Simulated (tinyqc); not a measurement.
What moves the results: delta-doped layer in the Thomas-Fermi potential. A value that a table varies takes the place of the one given here.

All donors ionised in the plane z = 0, zero temperature, energies from the Fermi level EF of the Thomas-Fermi model, which lies at the bulk band edge; c = hbar^2/2m0, q = e^2/(4 pi eps0). gv = 4 equivalent valleys, m_d = sqrt(m3^3/mz) in the plane. With n = (gv/3 pi^2)(m3 (-V)/c)^(3/2) and V'' = -(4 pi q/eps) n for z > 0, the solution is V = -b/(|z| + z0)^4 with sqrt(b) = 20/K, K = (4 pi q/eps)(gv/3 pi^2)(m3/c)^(3/2), and z0^5 = 4b/(e F0), e F0 = 2 pi q N/eps; 1e13/cm^2 = 1e-3/angstrom^2. Exchange and correlation are left out.

Subbands solve -(c/m_z) psi'' + V psi = E psi on 1280 points of spacing z0/80; up to ten levels for each group, kept if bound with an rms width below 2.5 z0.

Constants: hbar^2/2m0 = 3.80998211 eV angstrom^2; e^2/(4 pi eps0) = 14.39964547 eV angstrom.

Values chosen for the exercise (near those of a delta-doped layer in Ge; the results hold for these values, not for the real material):
- m3 = 0.215 m0 (density-of-states mass of a valley)
- mz = 0.116 m0 (mass along z)
- eps = 16.4 (dielectric constant)
- Nl = (0.13, 0.26, 0.52, 0.91, 1.6, 2.6, 4.2) x 1e13/cm^2 (sheet densities)
- N = 1.3 x 1e13/cm^2 (donor sheet density)

## Doping density

The well, the lowest level and the filling anew; at zero temperature n_i = g m_d (mu - E_i)/(2 pi c), with mu fixed by sum n_i = N.

Results:
```
N (1e13/cm^2),z0 (angstrom),depth (eV),lowest (eV),next - lowest (eV),occupied,share of lowest (%)
0.13,89.0,0.0160,-0.0030,-,1,100.0
0.26,77.5,0.0278,-0.0060,-,1,100.0
0.52,67.5,0.0484,-0.0119,-,1,100.0
0.91,60.3,0.0757,-0.0206,-,1,100.0
1.6,53.9,0.1189,-0.0355,-,1,100.0
2.6,48.9,0.1753,-0.0565,-,1,100.0
4.2,44.4,0.2573,-0.0890,-,1,100.0
```

The depth grows as N^(4/5) and z0 shrinks as N^(-1/5): factors 16.1 and 2.00 for 32 times the doping. The lowest level deepens faster, with exponent 0.98, since the zero-point energy takes a smaller share of a deeper well (81 % falling to 65 %). The number of occupied subbands stays at 1. Up to N = 0.26 the donor spacing exceeds 1.5 Bohr radii (one radius, a0 eps/m with the density-of-states mass, is 40 angstrom), where a uniform sheet is a crude picture of discrete donors (beyond about three radii electrons stay on single donors).

## What each parameter does

z0, depth, lowest level and its rms width. Each row changes one parameter from the base and keeps the others.

Results:
```
case,z0 (angstrom),depth (eV),lowest (eV),rms z (angstrom)
base,56.16,0.1007,-0.0291,28.72
N = 2.08 x 1e13/cm^2,51.12,0.1467,-0.0457,23.43
eps = 14.8,52.81,0.1049,-0.0293,28.36
m3 = 0.247 m0,51.68,0.0927,-0.0241,30.73
mz = 0.099 m0,56.16,0.1007,-0.0272,31.59
```

The largest shifts from the base row, up to three for each result and ties (the steps differ in size, so this ranks the rows, not the parameters). z0 (angstrom): N -5.04, m3 -4.49, eps -3.35; unchanged at the printed digits by mz. depth (eV): N +0.0460, m3 -0.0080, eps +0.0042; unchanged at the printed digits by mz. lowest (eV): N -0.0166, m3 +0.0050, mz +0.0019. rms z (angstrom): N -5.29, mz +2.87, m3 +2.01.

Run: tinyqc, `OMP_NUM_THREADS=1 python tinyqc.py 1250992 1250993 out.jsonl`; Intel(R) Xeon(R) Processor @ 2.30GHz, one thread, shared host; about 0.05 s of CPU time with all checks.
